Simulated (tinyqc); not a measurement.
# From Seebeck coefficient |S| back to carrier density n

Model: mobility of a non-polar semiconductor in the relaxation-time approximation. Computed by tinyqc, a small Python program. Command: `OMP_NUM_THREADS=1 python tinyqc.py 3017589 3017590 out.jsonl rta inv`. One thread of a shared host (Intel(R) Xeon(R) Processor @ 2.30GHz), about 0.04 s of CPU time with the checks.

Each valley is treated as a sphere of mass m_d for states and rates, with one isotropic relaxation time; the conductivity mass m_c sets the current.

Inputs (values chosen for the exercise, modelled on holes in germanium):

| quantity | value | unit |
|---|---|---|
| longitudinal mass m_l | 0.293 | m_0 |
| transverse mass m_t | 0.293 | m_0 |
| equivalent valleys Z | 1 | - |
| non-parabolicity alpha | 0.3 | 1/eV |
| static permittivity eps_s | 16 | - |
| density rho | 5323 | kg/m^3 |
| sound velocity v_l | 5170 | m/s |
| acoustic deformation potential D_A | 4.9 | eV |
| phonon energy hbar w | 37 | meV |
| optical or intervalley deformation potential D_o | 8.2 | 1e8 eV/cm |
| final valleys Z_f | 1 | - |
| compensation ratio C | 0 | - |
| temperature T | 300 | K |

Band: Kane. Impurity formula: Brooks-Herring. Further scattering: none.

Constants: k_B = 8.617333262e-05 eV/K; m_0 = 9.1093837015e-31 kg; e = 1.602176634e-19 C; hbar = 1.054571817e-34 J s; eps_0 = 8.8541878128e-12 F/m; k_B = 1.380649e-23 J/K; hbar = 6.582119569e-16 eV s.

Method:
- m_d = (m_l m_t^2)^(1/3); 1/m_c = (1/m_l + 2/m_t)/3; Hall mass factor A = 3 K_m (K_m + 2)/(2 K_m + 1)^2, K_m = m_l/m_t; N_I = n (1 + C)/(1 - C).
- Kane band: hbar^2 k^2/(2 m) = E (1 + alpha E), speed v = hbar k/(m (1 + 2 alpha E)), states per spin, volume and energy g(E) = m k (1 + 2 alpha E)/(2 pi^2 hbar^2); overlap factors are set to 1. Here m = m_d. Masses are multiplied by m_0 and all formulas are in SI units.
- The reduced Fermi level eta = E_F/(k_B T) solves n = 2 Z int g f dE with f = 1/(1 + exp(x - eta)) (Z = 1 unless valleys are given); screening length L_s = sqrt(eps_s eps_0 k_B T/(e^2 dn/deta)), dn/deta = 2 Z int g f (1 - f) dE.
- Integrals over x = E/(k_B T) use 160 Gauss-Legendre points in u = sqrt(x) from 0 to sqrt(max(eta, 0) + 32).
- Phonon occupation N_q = 1/(exp(hbar w/(k_B T)) - 1).
- Acoustic deformation potential (elastic, equipartition, absorption and emission together): 1/tau = 2 pi k_B T D_A^2 g(E)/(hbar rho v_l^2).
- Optical or intervalley deformation potential: 1/tau = (pi Z_f D_o^2/(rho w)) [N_q g(E + hbar w) + (N_q + 1) g(E - hbar w)], with g = 0 below the band edge.
- Each optical term is multiplied by (1 - f(E'))/(1 - f(E)), E' the final energy, for Pauli blocking.
- Singly charged impurities, momentum relaxation: 1/tau = N_I e^4 m (1 + 2 alpha E) Phi/(8 pi (eps_s eps_0)^2 hbar^3 k^3), with alpha = 0 for a parabolic band.
- Brooks-Herring: Phi = ln(1 + b) - b/(1 + b), b = 4 k^2 L_s^2.
- mu = (m_d/m_c) (2 Z e/(3 n k_B T)) int g v^2 tau f (1 - f) dE.
- Averages over x are split at the emission threshold x_0 = hbar w/(k_B T): 64 Gauss-Legendre points in sqrt(x) below it and 128 in sqrt(x - x_0) above it, up to x = max(eta, 0) + 32.
- Rates are added at each energy before the average. With <y> = int g v^2 y f (1 - f) dE: Hall factor r_H = A (3 n k_B T/(2 Z m_d)) <tau^2/(1 + 2 alpha E)>/<tau>^2 (alpha = 0 for a parabolic band); Hall mobility r_H mu; |S| = (k_B/e) (<x tau>/<tau> - eta); resistivity 1/(n e mu).

Task: A run gave the result below. Find the carrier density n, known to lie between 1.1e+18 and 2e+18 1/cm^3.

Seebeck coefficient |S| = 315.8176 microvolt/K

Result:

Each step takes the trial c = (a f_b - b f_a)/(f_b - f_a), f being the result less the target and a, b, c the logarithms of the listed values; c replaces end b, the old b replaces a if the sign of f changed, and otherwise f_a is halved.

Scan of the range:

| carrier density n (1/cm^3) | Seebeck coefficient \|S\| (microvolt/K) |
|---|---|
| 1.10e+18 | 342.609 |
| 1.22e+18 | 335.190 |
| 1.34e+18 | 328.437 |
| 1.48e+18 | 321.251 |
| 1.64e+18 | 313.793 |
| 1.81e+18 | 306.592 |
| 2.00e+18 | 299.272 |

False position (Illinois rule, in the logarithm of the input) inside the bracket:

| step | end a | end b | trial | Seebeck coefficient \|S\| (microvolt/K) |
|---|---|---|---|---|
| 1 | 1.48000e+18 | 1.64000e+18 | 1.59492e+18 | 315.821 |
| 2 | 1.64000e+18 | 1.59492e+18 | 1.59500e+18 | 315.818 |
| 3 | 1.64000e+18 | 1.59500e+18 | 1.59500e+18 | 315.818 |
| 4 | 1.59500e+18 | 1.59500e+18 | 1.59500e+18 | 315.818 |

Seebeck coefficient |S| falls at every point of a 13-point scan of the range (every second point is shown), so one value fits; it is bracketed by 1.48e18 and 1.64e18. Answer: carrier density n = 1.595e18 1/cm^3.
